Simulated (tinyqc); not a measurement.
Changing the beam energy E0: Rutherford backscattering from a thin compound film on silicon: kinematics, yields, composition and thickness. Computed by tinyqc, a small Python program. Command: `OMP_NUM_THREADS=1 python tinyqc.py 3005797 3005798 out.jsonl rbs sweep`. One thread of a shared host (Intel(R) Xeon(R) Processor @ 2.30GHz), about 0.01 s of CPU time with the checks.

Singly charged helium ions (Z1 = 2, M1 = 4.0026 u) enter at the tilt angle a1 to the normal and leave at a2 = |180 - theta - tilt| in the same plane. The film is A B_x.

Inputs (values chosen for the exercise, modelled on a helium beam on TiN):
```
quantity,value,unit
scattering angle theta,160,degrees
tilt of the sample,60,degrees
heavy element: Z_A,22,-
heavy element: mass M_A,47.9,u
heavy element: stopping eps_A at 2 MeV,76.7,1e-15 eV cm^2
light element: Z_B,7,-
light element: mass M_B,14,u
light element: stopping eps_B at 2 MeV,33.7,1e-15 eV cm^2
"atoms of B per atom of A, x",0.967,-
atomic density of the film,105,1/nm^3
film thickness d,57,nm
collected charge,27,microcoulomb
detector solid angle,3.4,msr
detector resolution (FWHM),18,keV
```

Constants: e^2/(4 pi eps_0) = 14.39964548 eV angstrom; e = 1.602176634e-19 C.

Method:
- Kinematic factor K = [(sqrt(M^2 - M1^2 sin^2 theta) + M1 cos theta)/(M + M1)]^2.
- Surface edges lie at K E0; substrate silicon has M = 28.09 u. Mass resolution at M_A = resolution/(E0 dK/dM).
- Stopping per atom eps(E) = eps(2 MeV) (E/2 MeV)^(-0.4) (a law chosen for the exercise); Bragg rule eps_film = (eps_A + x eps_B)/(1 + x); areal density N d, with 1/nm^2 = 0.1 x 1e15/cm^2.
- Width of the signal of element i: [K_i eps(E0)/cos a1 + eps(K_i E0)/cos a2] N d; depth resolution = resolution x d/width of A; energy lost on the way in = eps(E0) N d/cos a1.
- Rutherford cross section in the laboratory frame: sigma = (Z1 Z e^2/(4 pi eps_0 4E))^2 (4/sin^4 theta) (r + cos theta)^2/r, r = sqrt(1 - (M1 sin theta/M)^2), times the screening factor 1 - 0.049 Z1 Z^(4/3)/E (E in keV); 1 angstrom^2 = 1e8 barn.
- Counts = (charge/e) x solid angle x sigma(E_mean) x areal density of the element/cos a1, E_mean = E0 - half the energy lost on the way in; 1 barn = 1e-24 cm^2. The ratio of areas returns x = (Y_B/Y_A)(sigma_A/sigma_B), with the counting error sqrt(1/Y_A + 1/Y_B).

One run for each value:
```
beam energy E0 (MeV),mass resolution at M_A (u),depth resolution (nm),counting error of x without background (%)
1.0,3.655,7.98,0.358
1.2,3.045,8.58,0.434
1.5,2.436,9.38,0.547
1.8,2.030,10.09,0.661
2.0,1.827,10.52,0.736
2.2,1.661,10.93,0.811
2.5,1.462,11.51,0.924
3.0,1.218,12.38,1.112
```

Give the missing row, beam energy E0 (MeV) = 2.8.

Computed row:
```
beam energy E0 (MeV)  mass resolution at M_A (u)  depth resolution (nm)  counting error of x without background (%)
2.8                                        1.305                  12.04                                       1.037
```

Interpolating between the two neighbouring rows (linearly) misses most in mass resolution at M_A (u), by 0.80 %. Over the rows, mass resolution at M_A (u) falls from 3.65 to 1.22 (exponent d ln y / d ln x about -1.0 throughout); depth resolution (nm) rises from 7.98 to 12.4 (exponent d ln y / d ln x about 0.40 throughout); counting error of x without background (%) rises from 0.358 to 1.11 (exponent d ln y / d ln x about 1.0 throughout). The exponent of mass resolution at M_A stays at -1: edges spread in proportion to E0. The exponent of depth resolution stays at 0.40: the chosen stopping law. The exponent of counting error of x without background stays between 1.01 and 1.06, near 1: sigma falls as 1/E^2 and the error goes as its inverse root. A higher energy buys mass resolution at the price of depth resolution and counts; above about 2 to 3 MeV light elements also show non-Rutherford resonances.

Extremes, crossings and ranges named in words are read from the listed rows.
